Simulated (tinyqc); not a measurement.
MOS capacitor on a p-type substrate, surface potential from the exact charge relation: one step of the calculation.

Uniform p-type substrate, Boltzmann statistics, full ionisation, classical densities. psi is the surface potential against the body (positive when the bands bend down) and u = psi/Vt. Traps are spread evenly over the gap and neutral at flat band, so their charge is -q Dit psi; the minority quasi-Fermi level is shifted by Vb.

Problem. Charges, field and capacitances at the solution. ni = sqrt(Nc Nv) exp(-Eg/(2 Vt)), Eg in volts; phiF = Vt ln(N/ni); Cox = eps0 eox/tox; Vfb = phiM - chi - (Eg - Vt ln(Nv/N)) - q Nf/Cox; Q0 = sqrt(2 eps0 eps_r q N Vt); r = (ni/N)^2 exp(-Vb/Vt); VT = Vfb + [(2 phiF + Vb)(1 + q Dit/Cox) + sqrt(2 eps0 eps_r q N (2 phiF + Vb))/Cox].

u = psi/Vt; F^2 = exp(-u) + u - 1 + r (exp(u) - u - 1); Qs = -sign(u) Q0 F; Cs = -dQs/dpsi = (Q0/Vt) |1 - exp(-u) + r (exp(u) - 1)|/(2 F). Low frequency: 1/C_LF = 1/Cox + 1/(Cs + q Dit). High frequency, in the simple estimate in which traps and minority carriers do not follow: 1/C_HF = 1/Cox + 1/Cd, Cd being Cs with r = 0 at the same psi. Minority sheet density N_inv = (Q0/(2 q)) int_0^u r (exp(t) - 1)/F(t) dt for u > 0. Oxide field |Qs - q Dit psi + q Nf|/(eps0 eox).

Parameters, values chosen for the exercise; band and dielectric values close to those of gallium nitride: temperature T = 450 K; band gap Eg = 3.36 eV; relative permittivity eps_r = 9.54; conduction-band density of states at T Nc = 4.28e18 cm^-3; valence-band density of states at T Nv = 8.52e19 cm^-3; acceptor density of the substrate N = 1.2e18 cm^-3; relative permittivity of the gate insulator (close to silicon dioxide) eox = 3.9; insulator thickness tox = 3.3 nm; fixed charge at the interface, in units of q Nf = 0 cm^-2; density of interface traps Dit = 0 cm^-2 eV^-1; reverse bias of the inversion layer against the body Vb = 1.3 V.

Constants: q = 1.602176634e-19 C, kB = 1.380649e-23 J/K, Vt = kB T/q, eps0 = 8.8541878128e-14 F/cm where lengths are in cm. Results are converted to the units shown.

converged psi = -0.15378834 V

Find: Qs; N_inv; oxide field; Cs; C_LF/Cox; C_HF/Cox.

Solution.

Qs = 775.9 nC/cm^2
N_inv = 0 cm^-2
oxide field = 2.247 MV/cm
Cs = 10.83 uF/cm^2
C_LF/Cox = 0.9119
C_HF/Cox = 0.9119

The surface is in accumulation (borders at |psi| = 0, phiF + Vb and 2 phiF + Vb = 4.45 V).

tinyqc, about 0.01 s, one thread, Intel Xeon 2.30GHz (shared host): `OMP_NUM_THREADS=1 python tinyqc.py 2060053 2060054 out.jsonl`
